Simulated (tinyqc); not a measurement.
Forward curve with series resistance: current of a Schottky diode by thermionic-emission-diffusion theory, and its read-back from I-V-T and C-V data. Computed by tinyqc, a small Python program. Command: `OMP_NUM_THREADS=1 python tinyqc.py 3015346 3015347 out.jsonl schottky walk`. One thread of a shared host (Intel(R) Xeon(R) Processor @ 2.30GHz), about 0.01 s of CPU time with the checks.

Full ionisation, no tunnelling, no recombination current. V is the voltage across the junction itself, forward positive.

Inputs (values chosen for the exercise, modelled on n-type GaAs):
```
quantity,value,unit
Richardson constant A*,8.41,A/(cm^2 K^2)
"effective density of states at 300 K, N_c",4.7e+17,1/cm^3
permittivity eps,12.9,-
mobility mu,7400,cm^2/(V s)
barrier without image force phi_0,0.908,eV
doping N,1.1e+16,1/cm^3
series resistance R_s,2.7,milliohm cm^2
junction voltage V,0.39,V
temperature T,423,K
```

Barrier: uniform.

Constants: k_B = 8.617333262e-05 eV/K; e = 1.602176634e-19 C; eps_0 = 8.8541878128e-12 F/m.

Method:
- N_c(T) = N_c (T/300 K)^(3/2); V_bi = phi_0 - (k_B T/e) ln(N_c(T)/N); surface field F = sqrt(2 e N (V_bi - V - k_B T/e)/(eps eps_0)); image lowering d_phi = sqrt(e F/(4 pi eps eps_0)); effective barrier phi = phi_0 - d_phi.
- Collection velocity v_R = A* T^2/(e N_c(T)); diffusion velocity v_D = mu F; J = e N_c(T) v_R/(1 + v_R/v_D) exp(-phi/k_B T) [exp(e V/k_B T) - 1].
- Terminal voltage V + J R_s; apparent ideality from neighbouring rows, (e/k_B T) dV_terminal/d ln J.

built-in voltage V_bi = 0.752345 V

Forward curve; the last column belongs to the interval up to the next row:
```
V (V),J (A/cm^2),terminal voltage (V),apparent n
0.170,4.1576e-03,0.1700,1.008
0.236,2.5087e-02,0.2361,1.018
0.302,1.4999e-01,0.3024,1.046
0.368,8.9266e-01,0.3704,1.201
0.434,5.2860e+00,0.4483,2.101
0.500,3.1069e+01,0.5839,7.316
0.566,1.8029e+02,1.0528,36.869
0.632,1.0169e+03,3.3777,-
```

What does the comparison show, and why?

The resistance takes over where J R_s exceeds k_B T/e, at J = 13.5 A/cm^2; the apparent ideality climbs from 1.01 to 36.9, so barrier and n must be read below that current. Rows where the resistance drops more than 1 V are formal, since self-heating is left out.

Extremes, crossings and ranges named in words are read from the listed rows.
